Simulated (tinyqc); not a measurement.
Electrons shared among three sets of ellipsoidal valleys: one step. Fermi level and populations. Four cases, with inputs chosen for the exercise.

Question. Solve n = sum_i N_i F_1/2((EF - dE_i)/kT), energies from the edge of the first set.

F_j(eta) = (1/Gamma(j + 1)) integral_0^infinity x^j dx/(1 + exp(x - eta)), which tends to exp(eta) for eta << 0.

Case 1.

Values chosen (out of a larger set: masses and offsets near those of Ge; mobilities are free inputs, held fixed; not measured data): dE = (0, 0.136, 0.205) eV (edges of L, Gamma, Delta above the first); n = 1.1e+16 1/cm^3 (total electron density).

N_i (1/cm^3): L 1.381688e+18, Gamma 2.708956e+16, Delta 3.975040e+18

kT = 0.00663535 eV

Case 2.

Values chosen (out of a larger set: masses and offsets near those of Ge; mobilities are free inputs, held fixed; not measured data): dE = (0, 0.171, 0.202) eV (edges of L, Gamma, Delta above the first); n = 5.6e+16 1/cm^3 (total electron density).

N_i (1/cm^3): L 1.544242e+19, Gamma 3.325478e+17, Delta 4.242947e+19

kT = 0.03446933 eV

Case 3.

Values chosen (out of a larger set: masses and offsets near those of InP; mobilities are free inputs, held fixed; not measured data): dE = (0, 0.457, 0.735) eV (edges of Gamma, L, X above the first); n = 6.5e+18 1/cm^3 (total electron density).

N_i (1/cm^3): Gamma 1.153669e+18, L 3.756100e+19, X 4.896312e+19

kT = 0.04308667 eV

Case 4.

Values chosen (out of a larger set: masses and offsets near those of GaP; mobilities are free inputs, held fixed; not measured data): dE = (0, 0.279, 0.428) eV (edges of X, L, Gamma above the first); n = 3e+19 1/cm^3 (total electron density).

N_i (1/cm^3): X 2.855961e+19, L 1.719377e+19, Gamma 1.135737e+18

kT = 0.02585200 eV

Give: EF; eta_i; n_i; shares.

Answer.

Case 1.

EF = -0.0321 eV

eta_i: L -4.83, Gamma -25.33, Delta -35.73

n_i (1/cm^3): L 1.10e+16, Gamma 2.71e+05, Delta 1.21e+03

shares: L 1.0000, Gamma 0.0000, Delta 0.0000

L holds most electrons (100.0 %). Boltzmann weights N_i exp(-dE_i/kT) would give Gamma a share of 0.0000.

Case 2.

EF = -0.1939 eV

eta_i: L -5.63, Gamma -10.59, Delta -11.49

n_i (1/cm^3): L 5.56e+16, Gamma 8.39e+12, Delta 4.36e+14

shares: L 0.9921, Gamma 0.0001, Delta 0.0078

L holds most electrons (99.2 %). Boltzmann weights N_i exp(-dE_i/kT) would give Gamma a share of 0.0001.

Case 3.

EF = 0.1539 eV

eta_i: Gamma 3.57, L -7.03, X -13.49

n_i (1/cm^3): Gamma 6.47e+18, L 3.31e+16, X 6.81e+13

shares: Gamma 0.9949, L 0.0051, X 0.0000

Gamma holds most electrons (99.5 %). Boltzmann weights N_i exp(-dE_i/kT) would give L a share of 0.0008.

Case 4.

EF = 0.0107 eV

eta_i: X 0.42, L -10.38, Gamma -16.14

n_i (1/cm^3): X 3.00e+19, L 5.35e+14, Gamma 1.11e+11

shares: X 1.0000, L 0.0000, Gamma 0.0000

X holds most electrons (100.0 %). Boltzmann weights N_i exp(-dE_i/kT) would give L a share of 0.0000.

Computed by tinyqc, one run a case: `OMP_NUM_THREADS=1 python tinyqc.py N N+1 out.jsonl` with N = 1680332, 1680336, 1680372, 1680867; one thread of a shared Intel(R) Xeon(R) Processor @ 2.30GHz, about 0.02 s a run at most.
